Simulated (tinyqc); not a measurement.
Full law against its linear and parabolic limits: Deal-Grove kinetics of thermal oxidation of silicon. Computed by tinyqc, a small Python program. Command: `OMP_NUM_THREADS=1 python tinyqc.py 3008803 3008804 out.jsonl oxide walk`. One thread of a shared host (Intel(R) Xeon(R) Processor @ 2.30GHz), about 0.06 s of CPU time with the checks.

Oxidant diffuses through the oxide and reacts at the interface, so that dx/dt = B/(A + 2x) for the oxide thickness x.

Inputs (values chosen for the exercise, close to those used for silicon): prefactor B0 = 705 um^2/h; activation energy E_B = 1.22 eV; prefactor (B/A)0 = 6.27e+06 um/h; activation energy E_A = 2.02 eV; temperature T = 825 C; oxidant pressure p = 5 atm; pressure exponent m of B/A = 0.79; initial oxide x_i = 0.1 um; time t = 10 h.

Ambient: dry oxygen. Surface: (111).

Constants: k_B = 8.617333262e-05 eV/K.

Method:
- B = B0 p exp(-E_B/(k_B T)), B/A = (B/A)0 p^m exp(-E_A/(k_B T)), p in atm; A = B/(B/A).
- Temperatures in kelvin are T(C) + 273.15.
- tau = (x_i^2 + A x_i)/B and x = (A/2) [sqrt(1 + 4 B (t + tau)/A^2) - 1], the root of x^2 + A x = B (t + tau).
- Silicon consumed is 0.44 times the oxide grown; the rate is B/(A + 2x).
- Linear limit x = (B/A)(t + tau); parabolic limit x = sqrt(B (t + tau)).

tau = 9.46362 h

length A = 0.739900 um

parabolic constant B = 0.00887504 um^2/h

linear constant B/A = 0.0119949 um/h

Thickness (um):
```
t (h)     full  linear limit  parabolic limit     2x/A
0.05   0.10047       0.11412          0.29057  0.27158
0.1    0.10094       0.11471          0.29134  0.27286
0.25   0.10235       0.11651          0.29361  0.27667
0.5    0.10470       0.11951          0.29737  0.28301
1      0.10935       0.12551          0.30474  0.29558
2      0.11852       0.13751          0.31897  0.32037
4      0.13636       0.16149          0.34567  0.36860
8      0.17028       0.20947          0.39369  0.46029
16     0.23242       0.30543          0.47538  0.62826
32     0.34058       0.49735          0.60662  0.92061
```

What follows from these numbers?

Both limits lie above the full result, since each drops one resistance. The linear law overshoots by 14 % in the first row and 46 % in the last, the parabolic law by 190 % and 78 %. The linear law is the better one in every row, as 2x/A stays below 1.24.
